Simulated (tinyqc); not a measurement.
Gate sweep: ballistic transport through the one-dimensional subbands of a rectangular nanowire or nanosheet channel. Computed by tinyqc, a small Python program. Command: `OMP_NUM_THREADS=1 python tinyqc.py 3020195 3020196 out.jsonl wire walk`. One thread of a shared host (Intel(R) Xeon(R) Processor @ 2.30GHz), about 0.03 s of CPU time with the checks.

Hard walls, parabolic subbands, transport along x. Energies are counted from the bulk conduction band edge at the top of the barrier, which the gate pulls down by U; the source Fermi level lies at the bulk edge when U = 0.

Inputs (values chosen for the exercise, modelled on silicon): light mass m_t = 0.19 m_0; heavy mass m_l = 0.924 m_0; height a = 2.7 nm; width b = 5.9 nm; equivalent oxide thickness t = 1.3 nm; drain voltage V_D = 0.05 V; temperature T = 300 K.

Valleys: silicon [100] wire.

Constants: hbar^2/(2 m_0) = 3.80998212 eV angstrom^2; k_B = 8.617333262e-05 eV/K; m_0 = 9.1093837015e-31 kg; k_B = 1.380649e-23 J/K; hbar = 1.054571817e-34 J s; eps_0 = 8.8541878128e-12 F/m; e = 1.602176634e-19 C; h = 6.62607015e-34 J s.

Method:
- E_pq = (hbar^2 pi^2/2)(p^2/(m_y b^2) + q^2/(m_z a^2)); valley pairs: (m_x, m_y, m_z) = (m_t, m_t, m_l), (m_t, m_l, m_t), (m_l, m_t, m_t), each with degeneracy g = 2; the 10 lowest subbands are kept.
- F_j(eta) = (1/Gamma(j + 1)) int_0^infinity x^j/(1 + exp(x - eta)) dx, F_0 = ln(1 + exp(eta)). Integrals over x = E/(k_B T) use 160 Gauss-Legendre points in u = sqrt(x) from 0 to sqrt(max(eta, 0) + 32).
- With degeneracy g = 2, eta_i = (U - E_i)/(k_B T) and u = e V_D/(k_B T): line density n = sum_i g sqrt(2 m_x k_B T/pi)/(2 hbar) [F_-1/2(eta_i) + F_-1/2(eta_i - u)]; gate: e n = C_ox (V_G - U/e), C_ox = 3.9 eps_0 2 (a + b)/t (flat-plate estimate); I = (2 e k_B T/h) sum_i g [F_0(eta_i) - F_0(eta_i - u)].
- Open modes are sum_i g/(1 + exp(-eta_i)). The last column is e dn/dV_G over C_ox, taken up to the next row.

Subbands:
```
valley axis  p  q  E (meV)  m_x (m_0)
z            1  1  112.679      0.190
z            1  2  280.152      0.190
y            1  1  283.173      0.190
z            2  1  283.242      0.190
y            2  1  318.246      0.190
x            1  1  328.337      0.924
y            3  1  376.700      0.190
z            2  2  450.715      0.190
y            4  1  458.536      0.190
x            2  1  498.900      0.924
```

Against the gate voltage:
```
V_G (V)  U (meV)    n (1/nm)  I (microampere)  open modes    C_g/C_ox
-0.190   -190.00  1.9172e-06       2.8329e-05  1.6533e-05  3.4371e-04
-0.087    -87.04  1.0287e-04       1.5201e-03  8.8695e-04  2.6592e-02
0.033      29.77  9.2023e-03       1.3628e-01  7.8207e-02  3.6520e-01
0.160     110.39  1.4146e-01       2.1211e+00  9.6476e-01  6.3474e-01
0.260     146.92  3.2247e-01       4.5745e+00  1.6165e+00  7.0023e-01
0.390     185.89  5.8205e-01       6.8896e+00  2.0515e+00  7.2819e-01
0.530     223.94  8.7276e-01       8.6227e+00  2.6359e+00  7.8799e-01
0.690     257.86  1.2323e+00       1.1535e+01  3.9992e+00  8.5518e-01
0.860     282.48  1.6468e+00       1.5859e+01  5.7619e+00  8.9679e-01
1.100     307.25  2.2606e+00       2.2493e+01  7.8944e+00           -
```

What does the comparison show, and why?

Between the first two rows the current rises one decade per 60 mV, against the limit ln(10) k_B T/e = 60 mV. Above threshold C_g/C_ox lies between 0.63 and 0.90: the quantum capacitance in series costs a visible part.

Extremes, crossings and ranges named in words are read from the listed rows.
